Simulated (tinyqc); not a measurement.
Vertical double-diffused power MOSFET, components of the on-resistance: one step of the calculation.

Stripe cells of pitch Wp + a, two channels a cell. Current flows through the channels, spreads in the accumulation layer, passes the gap between the p bodies and spreads at 45 degrees into the drift layer below them. Low drain voltage, full ionisation.

Question. Drift layer. Triangular field at breakdown with Ec = Kc N^(1/8): BV = eps0 eps_r Ec^2/(2 q N), so N = (eps0 eps_r Kc^2/(2 q BV))^(4/3); W = 2 BV/Ec; mu = mud (T/300 K)^(-bt); rho = 1/(q mu N); ideal resistance rho W.

Parameters, values chosen for the exercise; bulk values close to those of silicon: temperature T = 450 K; relative permittivity eps_r = 11.3; critical-field constant Kc = 4060 V/cm per (cm^-3)^(1/8); rated breakdown voltage of the drift layer BV = 30 V; drift mobility at 300 K mud = 1210 cm^2/(V s); temperature exponent of the drift mobility bt = 2.3.

Constants: q = 1.602176634e-19 C, eps0 = 8.8541878128e-14 F/cm where lengths are in cm. Results are converted to the units shown.

Wanted: N; Ec; W; mu; rho; ideal resistance.

Answer.

N = 2.054e16 cm^-3
Ec = 0.4442 MV/cm
W = 1.351 um
mu = 476.2 cm^2/(V s)
rho = 0.6382 ohm cm
ideal resistance = 0.08620 mohm cm^2

Computed by the program tinyqc: `OMP_NUM_THREADS=1 python tinyqc.py 2230013 2230014 out.jsonl`, one thread of a shared Intel Xeon 2.30GHz, about 0.01 s for the whole run.
